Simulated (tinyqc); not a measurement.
Worked calculation: coupled-perturbed Hartree-Fock on RHF in the 6-311g basis, for H-, spin multiplicity 1. The basis has no diffuse functions, so it cannot describe the extra electron: this is an exercise in the method, not the real anion. The polarisability along this axis is zero because the basis has no function that the field can mix in; the real value is not. One step of it, computed by the program tinyqc.

Problem. Iteration 9 (converged): orbitals. Diagonalise F' = X^T F X, C = X C', fill 1 alpha and 1 beta electrons from the bottom; D = 2 C_occ C_occ^T. Each column has its largest component positive (the first on a tie).

converged F (hartree), lower triangle:
```
           1H 1s      1H 2s     1H 3s
1H 1s   1.153994
1H 2s  -0.021484   0.169888
1H 3s  -0.261960  -0.038268  0.063977
```

X, lower triangle:
```
           1H 1s      1H 2s     1H 3s
1H 1s   1.366024
1H 2s  -0.728467   2.045624
1H 3s   0.179565  -0.905584  1.539843
```

Give: F' = X^T F X; orbital energies; coefficients C; D after iteration 9.

Solution.

F' = X^T F X (hartree), lower triangle:
```
         1        2       3
1   2.1698
2  -1.1643   1.2359
3  -0.0681  -0.3924  0.2971
```

orbital energies (hartree): MO1 -0.0037, MO2 0.7390, MO3 2.9676

coefficients C:
```
          MO1      MO2      MO3
1H 1s  0.1750   0.0850  -1.5463
1H 2s  0.1747   1.4880   1.8140
1H 3s  0.7648  -1.4374  -0.7566
```

D after iteration 9, lower triangle:
```
        1H 1s   1H 2s   1H 3s
1H 1s  0.0612
1H 2s  0.0611  0.0610
1H 3s  0.2676  0.2672  1.1697
```
